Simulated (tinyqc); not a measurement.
Inside a calculation: type-II superlattice in the two-band Kane model. Values are carried at full precision from step to step, so a last printed digit may differ when a step is redone from the rounded ones.

Motion along the axis, period d = a + b, c = hbar^2/2m0. Conduction and light-hole bands couple: (E - Ec)(E - Ev) = Ep c k^2 in each layer, with mass m(E) = (E - Ev)/Ep, which may be negative. The conduction envelope psi and psi'/m(E) are continuous; a layer carries them by [[cos kt, (m/k) sin kt], [-(k/m) sin kt, cos kt]] (cosh and sinh for k^2 < 0), and cos(q d) = tr(M_B M_A)/2. C1 is the first miniband above EvB, with its bottom at tr/2 = +1 and its top at -1; the gap is the bottom of C1 less the top heavy-hole level HH1.

Constants: hbar^2/2m0 = 3.80998211 eV angstrom^2; hc = 1239.841984 eV nm.

Parameters, chosen for this exercise (near those of an InAs/GaSb superlattice; the results hold for these values, not for the real material):
```
symbol  value   unit      meaning
a       50      angstrom  layer A
b       23      angstrom  layer B
EcA     0       eV        conduction edge of A
EvA     -0.413  eV        valence edge of A
EcB     0.959   eV        conduction edge of B
EvB     0.142   eV        valence edge of B
EpA     14.2    eV        coupling energy in A
EpB     18.3    eV        coupling energy in B
E       0.346   eV        trial energy
mhA     0.33    m0        heavy hole in A
mhB     0.27    m0        heavy hole in B
```

## Wave numbers and masses at one energy

Give k^2 and m(E) in both layers.

Layers:
```
layer,k^2 (1/angstrom^2),m(E) (m0)
A,0.0048541,0.05345
B,-0.0017936,0.01115
```

In B the decay constant is 0.0424 1/angstrom; across the gap of B it peaks at mid-gap, at 0.0489, and vanishes at both edges.

## Transfer matrices

Form M_A, M_B and half the trace of their product.

M_A (angstrom units):
```
,1,2
1,-0.94210,-0.25727
2,0.43711,-0.94210
```

M_B (angstrom units):
```
,1,2
1,1.5131,0.29891
2,4.3141,1.5131
```

tr/2 = -1.9151

E lies in a gap of the coupled bands.

## Edges and effective gap

Heavy holes are uncoupled: with e = EvB - E, p = sqrt(mhB e/c), w = sqrt(mhA (EvB - EvA - e)/c), the top level HH1 at q = 0 solves (p/mhB) tan(p b/2) = (w/mhA) tanh(w a/2).

C1 is the first miniband above EvB: bottom at tr/2 = +1, top at -1. The gap is its bottom less HH1; cut-off wavelength hc/gap.

bottom of C1 = 0.1853 eV
top of C1 = 0.2742 eV
HH1 = 0.0243 eV
gap = 0.1609 eV
cut-off = 7.70 micrometre

The bulk edges overlap by 142 meV; confinement lifts the electrons by 185 meV and lowers the holes by 118 meV, which opens the gap. It is 0.39 of the smaller bulk gap.

## Electron mass along the axis

m_z = -2 c f'/d^2 with f = tr/2 differentiated at the bottom of C1 (central difference of 1e-6 eV); compare the bulk edge mass (EcA - EvA)/EpA.

f' = -24.75 1/eV
m_z = 0.0354 m0
bulk edge mass of A = 0.0291 m0

## Checks

- Bottom of C1 from the two-band matrix on a staggered grid of 0.5 angstrom against the transfer matrix, eV: both 0.185.

Run: tinyqc, `OMP_NUM_THREADS=1 python tinyqc.py 1250844 1250845 out.jsonl`; Intel(R) Xeon(R) Processor @ 2.30GHz, one thread, shared host; about 0.03 s of CPU time with all checks.
